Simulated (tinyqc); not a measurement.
Inside a calculation: defect, radiative and Auger recombination at equal electron and hole densities (ABC model). Values are carried at full precision from step to step, so a last printed digit may differ when a step is redone from the rounded ones.

J/(e d) = Ae n + B n^2 + C n^3 with Ae = A + 4 S/w (four side walls, carriers spread evenly), e = 1.602176634e-19 C, lengths in cm; internal efficiency IQE = B n^2/(Ae n + B n^2 + C n^3); all injected carriers recombine in the layer.

Values chosen for the exercise (orders of magnitude like those quoted for Si; shifted at random, so the results belong to these values and not to a real crystal):

| symbol | value | unit | meaning |
|---|---|---|---|
| A | 8700 | 1/s | defect rate |
| B | 4.9e-15 | cm^3/s | radiative coefficient |
| C | 1.7e-30 | cm^6/s | Auger coefficient |
| S | 0 | cm/s | recombination velocity of the side walls |
| w | 6200 | micrometre | side of the square mesa |
| d | 240000 | nm | active thickness |
| J | 88 | A/cm^2 | current density |
| ex | 0.63 |  | extraction efficiency |
| Eph | 1.12 | eV | photon energy |

## The efficiency peak

IQE peaks at n_p = sqrt(Ae/C); with Q = B/sqrt(Ae C), IQE_max = Q/(Q + 2).

Ae = 8700 1/s
n_p = 7.154e+16 1/cm^3
Q = 0.04029
IQE_max = 0.0197
J at the peak = 4.88 A/cm^2

The side walls are taken as passivated.

## Carrier density at the given current

G = J/(e d). Newton steps from the smallest of G/Ae, sqrt(G/B) and (G/C)^(1/3); stop when the relative step is below 1e-9.

G = 2.289e+22 1/(cm^3 s)

Newton steps:

| step | n (1/cm^3) | rate/G | relative step |
|---|---|---|---|
| 1 | 2.3789e+17 | 1.10255 | -0.033 |
| 2 | 2.3005e+17 | 1.00323 | -0.0011 |
| 3 | 2.2979e+17 | 1.00000 | -1.3e-06 |
| 4 | 2.2979e+17 | 1.00000 | -1.5e-12 |

n = 2.298e+17 1/cm^3

The start is an upper bound and the function is convex, so the steps fall monotonically; 4 are needed.

## Shares, lifetimes and light

Shares of the three paths; lifetime n/G = 1/(Ae + B n + C n^2); differential lifetime 1/(Ae + 2 B n + 3 C n^2) and bandwidth 1/(2 pi tau_d); optical power density ex IQE J Eph/e.

shares: defect 0.0874, radiative 0.0113, Auger 0.9013

lifetime = 1.00e+04 ns
differential lifetime = 3.57e+03 ns
bandwidth = 0.0446 MHz
optical power density = 0.702 W/cm^2

The Auger path is the largest; the device runs above its efficiency peak, where the defect and Auger shares are equal.

## Checks

- Density from Newton steps against bisection (1/cm^3): both 2.2979e+17.

tinyqc: `OMP_NUM_THREADS=1 python tinyqc.py 1680626 1680627 out.jsonl`; about 0.01 s, one thread, shared Intel(R) Xeon(R) Processor @ 2.30GHz.
